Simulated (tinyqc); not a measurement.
What moves the results: free-carrier optics of a doped semiconductor (Drude model with one polar phonon). A value that a table varies takes the place of the one given here.

eps(E) = ei [1 - Ep^2/(E^2 + i E Gam)] + (es - ei) wT^2/(wT^2 - E^2 - i E gT), with Ep^2 = 8 pi c (e^2/(4 pi eps0)) N/(m ei), c = hbar^2/2m0, N in 1/angstrom^3 (1e-24 per 1/cm^3); Gam = hbar/tau, tau = mu m m0/e with m0/e = 5.685630e-12 kg/C and mu in m^2/(V s). Energies in meV.

n + i k = sqrt(eps1 + i eps2) with k >= 0; R = ((n - 1)^2 + k^2)/((n + 1)^2 + k^2) at normal incidence from vacuum; alpha = 2 E k/(hbar c), times 1e8 for 1/cm; loss function Im(-1/eps) = eps2/(eps1^2 + eps2^2).

Constants: hbar^2/2m0 = 3.80998211 eV angstrom^2; e^2/(4 pi eps0) = 14.39964547 eV angstrom; hbar = 6.58211957e-16 eV s; hbar c = 1973.269805 eV angstrom.

Values chosen for the exercise (mass and dielectric values near those of GaN; N and mu are free inputs; interband absorption and the rise of the mass with filling are left out; the results hold for these values, not for the real material):

| symbol | value | unit | meaning |
|---|---|---|---|
| m | 0.206 | m0 | conductivity mass |
| ei | 5.25 |  | high-frequency dielectric constant |
| wT | 70.2 | meV | TO phonon |
| es | 9.32 |  | static dielectric constant |
| N | 1.2e+18 | 1/cm^3 | carrier density |
| mu | 250 | cm^2/(V s) | mobility |
| gT | 0.6 | meV | phonon damping |
| E | 95.6 | meV | photon energy |

## The coupled modes against doping

L-, L+ solve E^4 - (wL^2 + Ep^2) E^2 + Ep^2 wT^2 = 0, wL = wT sqrt(es/ei); damping left out; energies in meV.

Modes:

| N (1/cm^3) | Ep | L- | L+ | Ep sqrt(ei/es) |
|---|---|---|---|---|
| 2.0e+17 | 15.97 | 11.91 | 94.14 | 11.98 |
| 7.0e+17 | 29.87 | 21.91 | 95.71 | 22.42 |
| 2.0e+18 | 50.50 | 35.36 | 100.24 | 37.90 |
| 4.0e+18 | 71.41 | 46.35 | 108.17 | 53.60 |
| 7.0e+18 | 94.47 | 54.74 | 121.15 | 70.90 |
| 1.0e+19 | 112.91 | 59.07 | 134.20 | 84.75 |
| 3.0e+19 | 195.57 | 66.54 | 206.32 | 146.78 |
| 7.0e+19 | 298.74 | 68.67 | 305.42 | 224.22 |
| 2.0e+20 | 504.96 | 69.67 | 508.80 | 378.99 |

wL = 93.53 meV

At low density L- follows Ep sqrt(ei/es) (11.91 against 11.98), a plasmon screened by the lattice, and L+ starts at wL. At the highest density L- has come within 0.53 meV of wT, since the carriers screen the field that lifts wL, and L+ is within 3.84 meV of Ep. The branches are closest, 61.82 meV, at 4e+18 1/cm^3 of those listed. The mass is held fixed, while in a real band it rises with filling.

## Reflectance across the plasma edge

Spectrum:

| E (meV) | eps1 | eps2 | R | alpha (1/cm) |
|---|---|---|---|---|
| 3.9 | -6.10 | 88.94 | 0.750 | 2.73e+03 |
| 11.7 | -3.07 | 24.04 | 0.590 | 4.38e+03 |
| 19.6 | 0.63 | 10.37 | 0.416 | 4.39e+03 |
| 27.4 | 3.66 | 5.27 | 0.246 | 3.26e+03 |
| 33.2 | 5.50 | 3.41 | 0.208 | 2.35e+03 |
| 39.1 | 7.20 | 2.31 | 0.224 | 1.69e+03 |
| 43.0 | 8.35 | 1.84 | 0.243 | 1.38e+03 |
| 48.9 | 10.38 | 1.37 | 0.280 | 1.05e+03 |
| 58.7 | 16.74 | 1.10 | 0.369 | 799 |
| 78.2 | -12.83 | 1.02 | 0.960 | 2.84e+04 |
| 117.3 | 2.42 | 0.13 | 0.047 | 482 |
| 195.6 | 4.44 | 0.03 | 0.127 | 122 |

Ep = 39.1 meV and Gam = 22.5 meV. R is 0.750 at the lowest energy and lowest, 0.047, at 117.3 meV of those listed; without damping and phonon it would vanish at Ep sqrt(ei/(ei - 1)) = 43.5 meV. At the highest energy R is 0.127, against 0.154 for ei alone. Between the last two rows alpha goes as E^-2.69, where the Drude limit far above Ep and Gam is E^-2; Gam and the phonon term both still act in these rows. The phonon adds its own band of high reflectance between wT = 70.2 meV and about wL = 93.5 meV, which the rows may miss. The lowest R listed is the dip just above wL, not the plasma minimum.

## Free-carrier absorption and index change in the near infrared

At the wavelengths listed E = hc/lambda (hc = 1239.841984 eV nm). Approximate forms: alpha = ei Ep^2 Gam/(E^2 sqrt(ei) hbar c) and dn = -sqrt(ei) Ep^2/(2 E^2). The phonon term is left out here.

Free carriers:

| lambda (micrometre) | E (meV) | alpha (1/cm) | alpha, approximate | dn | dn, approximate |
|---|---|---|---|---|---|
| 1.31 | 946.4 | 4.46 | 4.46 | -0.00196 | -0.00196 |
| 1.55 | 799.9 | 6.24 | 6.24 | -0.00274 | -0.00274 |
| 2.00 | 619.9 | 10.4 | 10.4 | -0.00456 | -0.00456 |
| 3.00 | 413.3 | 23.4 | 23.4 | -0.0103 | -0.0103 |
| 5.00 | 248.0 | 65.2 | 64.9 | -0.0284 | -0.0285 |
| 8.00 | 155.0 | 168 | 166 | -0.0726 | -0.0730 |
| 10.60 | 117.0 | 298 | 292 | -0.127 | -0.128 |

At 1.55 micrometre alpha = 6.24 1/cm and dn = -0.00274; a phase shift of pi needs a length lambda/(2 |dn|) = 283 micrometre, over which the loss is 0.77 dB. The approximate alpha is within 5 % up to 10.6 micrometre of the wavelengths listed; it needs photon energies well above both Ep and Gam, which lie at 31.7 and 55.2 micrometre. Interband and intervalley absorption are left out.

## What moves the optical constants

At the energy E. Each row changes one parameter from the base and keeps the others.

Results:

| case | Ep (meV) | Gam (meV) | R | alpha (1/cm) |
|---|---|---|---|---|
| base | 39.11 | 22.48 | 0.5479 | 6.04e+03 |
| N = 1.8e+18 1/cm^3 | 47.90 | 22.48 | 0.6426 | 8.67e+03 |
| m = 0.2472 m0 | 35.71 | 18.73 | 0.5283 | 4.91e+03 |
| mu = 150 cm^2/(V s) | 39.11 | 37.47 | 0.4146 | 5.85e+03 |
| ei = 5.51 | 38.18 | 22.48 | 0.1178 | 2.35e+03 |
| E = 114.7 meV | 39.11 | 22.48 | 0.0393 | 528 |

The largest shifts from the base row, up to three for each result and ties (the steps differ in size, so this ranks the rows, not the parameters). Ep (meV): N +8.79, m -3.41, ei -0.93; unchanged at the printed digits by mu and E. Gam (meV): mu +14.99, m -3.75; unchanged at the printed digits by N, ei and E. R: E -0.5085, ei -0.4301, mu -0.1333. alpha (1/cm): E -5.51e+03, ei -3.68e+03, N +2.63e+03.

Computed by tinyqc, a small Python program: `OMP_NUM_THREADS=1 python tinyqc.py 1652193 1652194 out.jsonl` (the numbers bound the seed that draws the inputs); one thread of a shared host (Intel(R) Xeon(R) Processor @ 2.30GHz), about 0.01 s for the whole set of steps.
